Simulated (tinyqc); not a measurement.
Band bending at a free surface with a continuum of surface states, surface photovoltage and Kelvin probe: one step of the calculation.

n-type bulk, xi = Ec - EF = Vt ln(Nc/Nd), p0 = ni^2/Nd, ni = sqrt(Nc Nv) exp(-Eg/(2 Vt)), Eg in volts. b is the upward band bending, u = b/Vt. Space charge per area, in units of q: Qc = sign(b) sqrt((2 eps0 eps_r Vt/q) [(Nd + dn)(exp(-u) - 1) + Nd u + (p0 + dn)(exp(u) - 1)]), with dn the excess density under light (flat quasi-Fermi levels; 0 in the dark). The states hold -Ds (E0 - xi - b): negative while the Fermi level lies above the neutrality level. Neutrality: Qc + Qf + (charge of the states) = 0.

Problem. Band bending in the dark. Fixed-point step: b(new) = E0 - xi - (Qc(b) + Qf)/Ds.

Inputs (values chosen for the exercise); band and dielectric values close to those of germanium:
- T = 350 K (temperature)
- Eg = 0.653 eV (band gap)
- eps_r = 16.3 (relative permittivity)
- Nc = 1.31e19 cm^-3 (conduction-band density of states at T)
- Nv = 7.64e18 cm^-3 (valence-band density of states at T)
- Nd = 3.1e17 cm^-3 (donor density)
- Qf = 0 cm^-2 (fixed positive charge at the surface)
- Ds = 2.2e13 cm^-2 eV^-1 (density of surface states)
- E0 = 0.33 eV (depth of their neutrality level below the conduction edge)

Constants: q = 1.602176634e-19 C, kB = 1.380649e-23 J/K, Vt = kB T/q, eps0 = 8.8541878128e-14 F/cm where lengths are in cm. Results are converted to the units shown.

b after iteration 1 = 0.17689880 V

Give: b after iteration 2.

Solution.

b after iteration 2 = 0.1759 V

Program tinyqc, `OMP_NUM_THREADS=1 python tinyqc.py 2430126 2430127 out.jsonl`; Intel Xeon 2.30GHz, shared host, one thread, about 0.01 s.
